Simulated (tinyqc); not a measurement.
Hole subbands of a hard-walled well, four-band Luttinger model: one step. Levels and mixing. Two cases, with inputs chosen for the exercise.

Task: Diagonalise; give the four lowest hole energies and the weight of the heavy component (the first half of the basis) in each.

Case 1.

H(k) (meV):
```
          h1        h2        h3        l1        l2        l3
h1  -42.1546         0         0    4.6194   11.5592         0
h2         0  -27.8153         0  -11.5592    4.6194   20.8066
h3         0         0   -3.9165         0  -20.8066    4.6194
l1    4.6194  -11.5592         0   80.4280         0         0
l2   11.5592    4.6194  -20.8066         0  136.2810         0
l3         0   20.8066    4.6194         0         0  229.3693
```

Case 2.

H(k) (meV):
```
         h1        h2        h3        l1        l2        l3
h1  50.2036         0         0   20.1109   35.1006         0
h2        0   77.3699         0  -35.1006   20.1109   63.1810
h3        0         0  122.6470         0  -63.1810   20.1109
l1  20.1109  -35.1006         0   62.9901         0         0
l2  35.1006   20.1109  -63.1810         0  188.6916         0
l3        0   63.1810   20.1109         0         0  398.1942
```

Give: levels; heavy weight.

Result:

Case 1.

levels (meV): -43.12  -30.81  -6.95  81.79

heavy weight: 0.994  0.982  0.980  0.012

All four are nearly pure. Against 60 sines these levels lie 0.1, 0.2, 2.7 and 60.2 meV too high: the small basis lacks the higher sines, which carry the upper levels.

Case 2.

levels (meV): 20.92  40.03  91.14  102.52

heavy weight: 0.544  0.822  0.840  0.481

The most mixed of the four is number 4, with 48 % heavy character. Against 60 sines these levels lie 0.3, 0.9, 12.3 and 8.7 meV too high: the small basis lacks the higher sines, which carry the upper levels.

Computed by tinyqc, one run a case: `OMP_NUM_THREADS=1 python tinyqc.py N N+1 out.jsonl` with N = 1280527, 1280646; one thread of a shared Intel(R) Xeon(R) Processor @ 2.30GHz, about 0.1 s a run at most.
